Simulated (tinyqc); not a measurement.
Overlap of hydrogenic dopants: pairs, impurity band and the Mott density: one step. A pair with one electron.

Ry* = Ry m/eps^2, aB = a0 eps/m. For 1s orbitals a distance rho = R/aB apart, in Ry*: overlap S = exp(-rho)(1 + rho + rho^2/3), J = (2/rho)(1 - (1 + rho) exp(-2 rho)) (attraction to the other ion), Kx = 2 (1 + rho) exp(-rho) (exchange of one electron). One electron on a pair has E = -1 - (J +/- Kx)/(1 +/- S), without the repulsion 2/rho of the ions. Hopping after orthogonalisation: t = (Kx - S J)/(1 - S^2), half the splitting. Dopants on a lattice with z neighbours, n = (3 sqrt3/4)/R^3 (bcc), give a band of width B = 2 z t, as on any lattice of two interpenetrating sublattices. Valleys, central cells and disorder are left out.

Inputs chosen for the exercise (out of a larger set: an isotropic mass and dielectric constant of the size used for donors in SiC; not measured data): rho = 5.7 aB (distance of a pair).

Ry* = 53.74249 meV
aB = 13.39689 angstrom

Problem. Form S, J, Kx, the two levels, t, and the total energy of the lower state with the repulsion, relative to a distant pair (-1).

Give: S, J, Kx; levels; t; energy of the pair against a distant one (negative: bound).

Solution.

S, J, Kx: [0.05865, 0.35085, 0.04484]

levels (Ry*): even -1.37376, odd -1.32508

t = 0.02434 Ry*
energy of the pair against a distant one (negative: bound) = -0.02289 Ry*

In this host the pair is 7.6 nm long and its splitting 2t is 2.62 meV.

Computed by tinyqc, a small Python program: `OMP_NUM_THREADS=1 python tinyqc.py 1482340 1482341 out.jsonl` (the numbers bound the seed that draws the inputs); one thread of a shared host (Intel(R) Xeon(R) Processor @ 2.30GHz), about 0.01 s for the whole set of steps.
